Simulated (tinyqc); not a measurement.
# Changing the specularity p

Model: Debye-Callaway model of lattice thermal conductivity. Computed by tinyqc, a small Python program. Command: `OMP_NUM_THREADS=1 python tinyqc.py 3001489 3001490 out.jsonl callaway sweep`. One thread of a shared host (Intel(R) Xeon(R) Processor @ 2.30GHz), about 0.03 s of CPU time with the checks.

Three acoustic branches with one velocity v, cut at omega_D = k_B Theta/hbar; x = hbar omega/(k_B T). v and Theta are separate inputs: Theta cuts off the heat-carrying modes, so C need not reach 3 k_B/V. gamma is an effective value that sets the umklapp rate. Heat flows along the film.

Inputs (values chosen for the exercise, modelled on lead telluride):

| quantity | value | unit |
|---|---|---|
| sound velocity v | 1800 | m/s |
| Debye temperature Theta | 140 | K |
| volume per atom V | 33.7 | angstrom^3 |
| mean atomic mass M | 167.4 | u |
| effective Grueneisen parameter gamma | 4.01 | - |
| umklapp exponent divisor b | 2 | - |
| mass variance Gamma | 0.00014 | - |
| film thickness t | 3 | micrometre |
| normal-process factor f_N | 4.2 | - |
| temperature T | 200 | K |

Sample: film. Point defects: isotopes. Normal processes: included.

Constants: k_B = 1.380649e-23 J/K; hbar = 1.054571817e-34 J s; u = 1.6605390666e-27 kg.

Method:
- Gamma is given directly by the isotope mixture. A = V Gamma/(4 pi v^3).
- Rates: point defects A omega^4; umklapp B omega^2 T exp(-Theta/(b T)) with B = hbar gamma^2/(M v^2 Theta); normal processes f_N B omega^2 T (T/Theta)^2. Film: the bulk time tau of each mode, from the resistive rates above, is multiplied by the Fuchs-Sondheimer factor F = (3/2) int_0^1 (1 - u^2) [1 - (1 - p) (u/d) (1 - E)/(1 - p E)] du, with E = exp(-d/u), d = t/(v tau), by 48 Gauss-Legendre points in z with u = z^4; the boundary rate is defined as 1/(F tau) - 1/tau.
- kappa_1 = c int tau_C g dx, g = x^4 e^x/(e^x - 1)^2, c = (k_B/(2 pi^2 v)) (k_B T/hbar)^3, over 0 < x < min(Theta/T, 40), by 96 Gauss-Legendre points in s with x = x_max s^2; 1/tau_C = 1/tau_R + 1/tau_N; kappa_2 = c [int (tau_C/tau_N) g dx]^2 / int (tau_C/(tau_N tau_R)) g dx; kappa = kappa_1 + kappa_2.
- Heat capacity C = 3 c int g dx / v^2; grey free path 3 kappa/(C v); the median free path v tau_C halves kappa_1 when the quadrature points are ordered by free path (each counted at half its weight, interpolated in the logarithm); likewise at 10 % and 90 %.

One run for each value:

| specularity p | kappa (W/(m K)) | median free path (nm) | grey free path (nm) |
|---|---|---|---|
| 0.00 | 2.153 | 0.8630 | 4.979 |
| 0.15 | 2.154 | 0.8646 | 4.980 |
| 0.30 | 2.154 | 0.8661 | 4.981 |
| 0.45 | 2.155 | 0.8677 | 4.982 |
| 0.60 | 2.155 | 0.8693 | 4.984 |
| 0.75 | 2.155 | 0.8712 | 4.985 |
| 0.85 | 2.156 | 0.8726 | 4.986 |
| 0.95 | 2.156 | 0.8746 | 4.987 |

Describe and explain the trends.

Over the rows, kappa (W/(m K)) rises from 2.1532 to 2.1563; median free path (nm) rises from 0.8630 to 0.8746; grey free path (nm) rises from 4.9794 to 4.9866. A specular reflection keeps the momentum along the flow, so only the share 1 - p of the wall hits resists; from the first row to the last kappa grows by a factor 1.00, little, since internal scattering rules.
